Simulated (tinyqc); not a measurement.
Inside a calculation. Method: Hueckel theory of the pi electrons with the omega technique, for the molecule C1=CC2=CC=CC2=C1 (SMILES; centres numbered as the heavy atoms are written). One step of it, computed by the program tinyqc.

Question. Orbitals, round 1. Diagonalise; E = alpha + x beta with beta < 0, so the largest x are filled first; degenerate levels share their electrons. P = sum n_i c_ri c_si; each orbital has its largest coefficient positive (the first on a tie).

Hueckel matrix in units of beta (H = alpha + beta A):
```
          1C        2C        3C        4C        5C        6C        7C        8C
1C  0.000000  1.000000  0.000000  0.000000  0.000000  0.000000  0.000000  1.000000
2C  1.000000  0.000000  1.000000  0.000000  0.000000  0.000000  0.000000  0.000000
3C  0.000000  1.000000  0.000000  1.000000  0.000000  0.000000  1.000000  0.000000
4C  0.000000  0.000000  1.000000  0.000000  1.000000  0.000000  0.000000  0.000000
5C  0.000000  0.000000  0.000000  1.000000  0.000000  1.000000  0.000000  0.000000
6C  0.000000  0.000000  0.000000  0.000000  1.000000  0.000000  1.000000  0.000000
7C  0.000000  0.000000  1.000000  0.000000  0.000000  1.000000  0.000000  1.000000
8C  1.000000  0.000000  0.000000  0.000000  0.000000  0.000000  1.000000  0.000000
```

pi electrons, sum of z_r less the charge = 8

Give: x values; occupations; coefficients; charge and bond-order matrix P.

Answer.

x values: 2.3429  1.4142  1.0000  0.4707  0.0000  -1.4142  -1.8136  -2.0000

occupations: 2.0000  2.0000  2.0000  2.0000  0.0000  0.0000  0.0000  0.0000

coefficients:
```
       MO1      MO2      MO3      MO4      MO5      MO6      MO7      MO8
1C  0.2714   0.5000   0.0000   0.5128   0.0000   0.5000   0.4042   0.0000
2C  0.3179   0.3536   0.4082   0.1207   0.5000  -0.3536  -0.3665  -0.2887
3C  0.4735   0.0000   0.4082  -0.4560   0.0000   0.0000   0.2606   0.5774
4C  0.3179  -0.3536   0.4082   0.1207  -0.5000   0.3536  -0.3665  -0.2887
5C  0.2714  -0.5000   0.0000   0.5128   0.0000  -0.5000   0.4042   0.0000
6C  0.3179  -0.3536  -0.4082   0.1207   0.5000   0.3536  -0.3665   0.2887
7C  0.4735   0.0000  -0.4082  -0.4560   0.0000   0.0000   0.2606  -0.5774
8C  0.3179   0.3536  -0.4082   0.1207  -0.5000  -0.3536  -0.3665   0.2887
```

charge and bond-order matrix P:
```
         1C       2C       3C       4C       5C       6C       7C       8C
1C   1.1732   0.6499  -0.2106  -0.0572   0.1732  -0.0572  -0.2106   0.6499
2C   0.6499   0.8146   0.5243   0.3146  -0.0572  -0.3520  -0.1423   0.1480
3C  -0.2106   0.5243   1.1976   0.5243  -0.2106  -0.1423   0.5309  -0.1423
4C  -0.0572   0.3146   0.5243   0.8146   0.6499   0.1480  -0.1423  -0.3520
5C   0.1732  -0.0572  -0.2106   0.6499   1.1732   0.6499  -0.2106  -0.0572
6C  -0.0572  -0.3520  -0.1423   0.1480   0.6499   0.8146   0.5243   0.3146
7C  -0.2106  -0.1423   0.5309  -0.1423  -0.2106   0.5243   1.1976   0.5243
8C   0.6499   0.1480  -0.1423  -0.3520  -0.0572   0.3146   0.5243   0.8146
```
